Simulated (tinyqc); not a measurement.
Band edges of strained Si(1-x)Ge(x) on relaxed Si(1-y)Ge(y): sweeps and comparisons. A value that a table varies takes the place of the one given here.

Values are linear in the Ge fraction but for ED(x) = linear - CD x (1 - x) and a(x) = linear - Ca x (1 - x). Energies are on the common scale of Ev.

Coherent growth on a (001) face: e_par = (a(y) - a(x))/a(x), e_perp = -2 (C12/C11) e_par; exx = eyy = e_par, ezz = e_perp, no shear.

A valley with unit axis u lies at Ev + gap + (av + a_valley) tr(e) + Xu (u.e.u - tr(e)/3); the Delta axes are x, y, z and the L axes [111], [1-1-1], [-11-1], [-1-11]. The second-order shift of the Delta valleys under shear is left out; it lowers the pair normal to the sheared plane by tens of meV at a shear of 1 %.

Valence edges: Ev plus the levels of the 6 x 6 matrix of X, Y, Z times spin with -Dso/3 + l exx + m (eyy + ezz) on the diagonal (cyclic), n exy off it, l = av + 2 b, m = av - b, n = sqrt(3) d. Spin-orbit term (Dso/3) L.sigma on X, Y, Z with (L_k)_ij = -i epsilon_kij: <X+|H|Y+> = -i Dso/3, <X+|H|Z-> = Dso/3, <Y+|H|Z-> = -i Dso/3, <Z+|H|X-> = -Dso/3, <Z+|H|Y-> = i Dso/3, <X-|H|Y-> = i Dso/3, and their conjugates; + and - are the spin along z.

Coherent growth: e_par = (a(y) - a(x))/a(x). (001): e_perp = -2 (C12/C11) e_par; exx = eyy = e_par, ezz = e_perp, no shear. (111): e_perp = -(2 C11 + 4 C12 - 4 C44)/(C11 + 2 C12 + 4 C44) e_par; exx = eyy = ezz = (2 e_par + e_perp)/3 and exy = eyz = ezx = (e_perp - e_par)/3. (110): e_perp = -(C11 + 3 C12 - 2 C44)/(C11 + C12 + 2 C44) e_par; exx = eyy = (e_par + e_perp)/2, ezz = e_par, exy = (e_perp - e_par)/2, eyz = ezx = 0.

Parameters, chosen for this exercise (end members near Si and Ge, in this order; not measured data):

| symbol | value | unit | meaning |
|---|---|---|---|
| a | (5.426, 5.655) | angstrom | lattice constant |
| Dso | (0.044, 0.291) | eV | spin-orbit splitting |
| av | (2.44, 1.26) | eV | valence hydrostatic potential |
| b | (-2.1, -2.55) | eV | tetragonal shear potential |
| d | (-4.82, -5.22) | eV | trigonal shear potential |
| C11 | (166.4, 129.3) | GPa |  |
| C12 | (64.5, 48.8) | GPa |  |
| C44 | (78.4, 67.2) | GPa |  |
| Ev | (0, 0.66) | eV | top of the unstrained valence band |
| ED | (1.138, 0.931) | eV | gap to the Delta valleys |
| EL | (1.984, 0.748) | eV | gap to the L valleys |
| aD | (1.71, 1.21) | eV | hydrostatic potential of the Delta gap |
| aL | (-2.96, -2.82) | eV | hydrostatic potential of the L gap |
| XuD | (9.01, 9.54) | eV | uniaxial potential, Delta |
| XuL | (16.14, 14.93) | eV | uniaxial potential, L |
| CD | 0.189 | eV | bowing of the Delta gap |
| Ca | 0 | angstrom | bowing of the lattice constant |
| face | 001 |  | growth face |
| y | 0.4 |  | Ge fraction of the relaxed buffer |
| x | 0 |  | Ge fraction of the layer |

## Composition of the layer

The buffer is kept. dEc = Ec(buffer) - Ec(layer), dEv = Ev(layer) - Ev(buffer); buffer edges Ev(y) and Ev(y) + min(ED, EL). The digit behind Delta or L counts whole valleys.

Results:

| x | e_par (%) | lowest valleys | gap (eV) | next valleys above (meV) | valence splitting (meV) | dEc (eV) | dEv (eV) |
|---|---|---|---|---|---|---|---|
| 0.00 | 1.69 | Delta2 | 0.880 | 270 | 176 | 0.230 | -0.100 |
| 0.14 | 1.09 | Delta2 | 0.925 | 176 | 108 | 0.160 | -0.075 |
| 0.27 | 0.54 | Delta2 | 0.969 | 88 | 49 | 0.085 | -0.044 |
| 0.54 | -0.58 | Delta4 | 0.914 | 95 | 41 | -0.007 | 0.103 |
| 0.68 | -1.15 | Delta4 | 0.825 | 190 | 72 | -0.025 | 0.210 |
| 0.81 | -1.67 | Delta4 | 0.749 | 220 | 97 | -0.051 | 0.312 |
| 0.95 | -2.23 | Delta4 | 0.675 | 114 | 122 | -0.090 | 0.425 |

The gap is 0.880 eV in the first row and 0.675 eV in the last, with its largest listed value, 0.969 eV, at x = 0.27. The lowest valleys change: Delta2 to Delta4 between x = 0.27 and 0.54. Per 0.1 of x the valence offset moves by +55 meV on average; the conduction offset lies between -90 and +230 meV. Electrons and holes sit on opposite sides in every row (type II). Offsets below about 30 meV are within the spread of parameter sets, so those rows do not settle the type. Strains above 2 % can be kept only in layers of a few nanometres.

## Composition of the buffer

The layer is kept. dEc = Ec(buffer) - Ec(layer), dEv = Ev(layer) - Ev(buffer); buffer edges Ev(y) and Ev(y) + min(ED, EL). The digit behind Delta or L counts whole valleys.

Results:

| y | e_par (%) | lowest valleys | gap (eV) | next valleys above (meV) | valence splitting (meV) | dEc (eV) | dEv (eV) |
|---|---|---|---|---|---|---|---|
| 0.08 | 0.34 | Delta2 | 1.091 | 54 | 30 | 0.041 | -0.025 |
| 0.16 | 0.68 | Delta2 | 1.040 | 108 | 65 | 0.085 | -0.045 |
| 0.24 | 1.01 | Delta2 | 0.987 | 162 | 102 | 0.131 | -0.064 |
| 0.31 | 1.31 | Delta2 | 0.940 | 209 | 134 | 0.173 | -0.080 |
| 0.39 | 1.65 | Delta2 | 0.887 | 263 | 172 | 0.224 | -0.098 |
| 0.47 | 1.98 | Delta2 | 0.833 | 317 | 209 | 0.277 | -0.116 |
| 0.55 | 2.32 | Delta2 | 0.779 | 371 | 246 | 0.332 | -0.134 |

The gap is 1.091 eV in the first row and 0.779 eV in the last. The lowest valleys are Delta2 throughout. Per 0.1 of y the valence offset moves by -23 meV on average; the conduction offset lies between +41 and +332 meV. Electrons and holes sit on opposite sides in every row (type II). Offsets below about 30 meV are within the spread of parameter sets, so those rows do not settle the type. Strains above 2 % can be kept only in layers of a few nanometres.

## The same layer on three faces

dEc = Ec(buffer) - Ec(layer), dEv = Ev(layer) - Ev(buffer); buffer edges Ev(y) and Ev(y) + min(ED, EL). The digit behind Delta or L counts whole valleys.

Results:

| face | e_par (%) | lowest valleys | gap (eV) | next valleys above (meV) | valence splitting (meV) | dEc (eV) | dEv (eV) | Delta spread (meV) | L spread (meV) |
|---|---|---|---|---|---|---|---|---|---|
| (001) | 1.69 | Delta2 | 0.880 | 270 | 176 | 0.230 | -0.100 | 270 | 0 |
| (111) | 1.69 | Delta6 | 1.059 | 460 | 192 | 0.028 | -0.076 | 0 | 352 |
| (110) | 1.69 | Delta4 | 1.020 | 116 | 184 | 0.071 | -0.081 | 116 | 277 |

On (001) only the Delta valleys split (270 meV), on (111) only the L valleys (352 meV), on (110) both (116 and 277 meV). The lowest valleys are Delta2 on (001), Delta6 on (111) and Delta4 on (110); the smallest gap is 0.880 eV on (001) and the largest 1.059 eV on (111).

## What each parameter does

dEc = Ec(buffer) - Ec(layer), dEv = Ev(layer) - Ev(buffer); buffer edges Ev(y) and Ev(y) + min(ED, EL). Each row changes one parameter from the base and keeps the others.

Results:

| case | gap (eV) | valence splitting (meV) | dEc (eV) | dEv (eV) |
|---|---|---|---|---|
| base | 0.8800 | 176.2 | 0.2300 | -0.1003 |
| x = 0.03 | 0.8893 | 161.4 | 0.2160 | -0.0954 |
| y = 0.43 | 0.8599 | 190.3 | 0.2497 | -0.1070 |
| CD = 0.239 eV | 0.8800 | 176.2 | 0.2180 | -0.1003 |
| XuL = (18.561, 17.17) eV | 0.8800 | 176.2 | 0.2300 | -0.1003 |
| aD = (1.966, 1.392) eV | 0.8853 | 176.2 | 0.2248 | -0.1003 |
| Dso = (0.051, 0.335) eV | 0.8817 | 174.6 | 0.2300 | -0.1019 |
| Ev = (0, 0.759) eV | 0.8800 | 176.2 | 0.2696 | -0.1399 |
| C12 = (74.175, 56.12) GPa | 0.8568 | 188.5 | 0.2500 | -0.0969 |

The largest shifts from the base row, up to three for each result and ties (the steps differ in size, so this ranks the rows, not the parameters). gap (eV): C12 -0.0233, y -0.0202, x +0.0092; unchanged at the printed digits by CD, XuL and Ev. valence splitting (meV): x -14.9, y +14.0, C12 +12.2; unchanged at the printed digits by CD, XuL, aD and Ev. dEc (eV): Ev +0.0396, C12 +0.0199, y +0.0197; unchanged at the printed digits by XuL and Dso. dEv (eV): Ev -0.0396, y -0.0067, x +0.0049; unchanged at the printed digits by CD, XuL and aD. The lowest valleys of the layer are Delta2, so among the conduction-band potentials only those of that family reach the gap and dEc; the buffer is unstrained. A shift large enough to swap the lowest family would change that.

tinyqc: `OMP_NUM_THREADS=1 python tinyqc.py 1081326 1081327 out.jsonl`; about 0.02 s, one thread, shared Intel(R) Xeon(R) Processor @ 2.30GHz.
